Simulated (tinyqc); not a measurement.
Finite-size error of a charged defect in a periodic cell: Madelung and Makov-Payne terms. Changing the width sigma of the defect charge. Computed by tinyqc, a small Python program. Command: `OMP_NUM_THREADS=1 python tinyqc.py 3024399 3024400 out.jsonl imagecharge sweep`. One thread of a shared host (Intel(R) Xeon(R) Processor @ 2.30GHz), about 0.09 s of CPU time with the checks.

L is the cube root of the cell volume. The defect charge is a Gaussian, rho(r) = q (2 pi sigma^2)^(-3/2) exp(-r^2/2 sigma^2), repeated periodically in a uniform neutralising background and screened by a continuum. The model cell energy is E(L) = E_0 + [periodic - isolated electrostatic energy].

Inputs (values chosen for the exercise, for a model host): charge q = -1 e; cell length L = 17.7 angstrom; dielectric constant eps = 13.2; formation energy of the isolated defect E_0 = 4.447 eV.

Supercell lattice: fcc. Screening: isotropic.

Constants: e^2/(4 pi eps_0) = 14.39964548 eV angstrom.

Method:
- Cell vectors: (0,1,1), (1,0,1), (1,1,0), scaled to volume L^3.
- Ewald sum for a unit point charge: scale each Cartesian component of the cell by 1/sqrt(eps_i), giving R', G' and V'; E = [ (1/2) sum erfc(eta R')/R' + (2 pi/V') sum exp(-G'^2/4 eta^2)/G'^2 - eta/sqrt(pi) - pi/(2 V' eta^2) ] e^2/(4 pi eps_0) / sqrt(eps_x eps_y eps_z), over n_i = -6..6, omitting n = (0,0,0), eta = 2/V'^(1/3). alpha = -2 E eps_g L/(e^2/(4 pi eps_0)), eps_g = (eps_x eps_y eps_z)^(1/3).
- Periodic energy of the Gaussian: (2 pi q^2/V) sum_(G != 0) exp(-sigma^2 G^2)/(G.eps.G) x e^2/(4 pi eps_0), n_i = -k..k with k = max(9, L/sigma rounded up). Isolated energy: q^2/(2 sqrt(pi) sigma) <1/(n.eps.n)> e^2/(4 pi eps_0), the mean over directions n, here 1/eps.

One run for each value; columns: (1) width sigma of the defect charge (angstrom); (2) finite-size error (eV); (3) isolated energy (eV); (4) point-charge correction -q^2 E (eV):
```
(1)         (2)      (3)       (4)
0.70  -0.088399  0.43962  0.089005
1.10  -0.087509  0.27976  0.089005
1.40  -0.086582  0.21981  0.089005
1.80  -0.085000  0.17096  0.089005
2.20  -0.083022  0.13988  0.089005
2.80  -0.079314  0.10990  0.089005
3.50  -0.073883  0.08792  0.089005
```

Give the missing row, width sigma of the defect charge (angstrom) = 0.88.

Computed row; columns: (1) width sigma of the defect charge (angstrom); (2) finite-size error (eV); (3) isolated energy (eV); (4) point-charge correction -q^2 E (eV):
```
(1)         (2)      (3)       (4)
0.88  -0.088048  0.34970  0.089005
```

Interpolating between the two neighbouring rows (linearly) misses most in isolated energy (eV), by 5.1 %. Over the rows, finite-size error (eV) rises from -0.0884 to -0.0739 (exponent d ln y / d ln x -0.017 between the first rows and -0.32 between the last); isolated energy (eV) falls from 0.440 to 0.0879 (exponent d ln y / d ln x about -1.0 throughout); point-charge correction -q^2 E (eV) does not change. The exponent of isolated energy stays at -1: the self-energy goes as 1/sigma. The true error shrinks from 99 % to 83 % of the point-charge term as the charge spreads: a delocalised charge needs less correction.
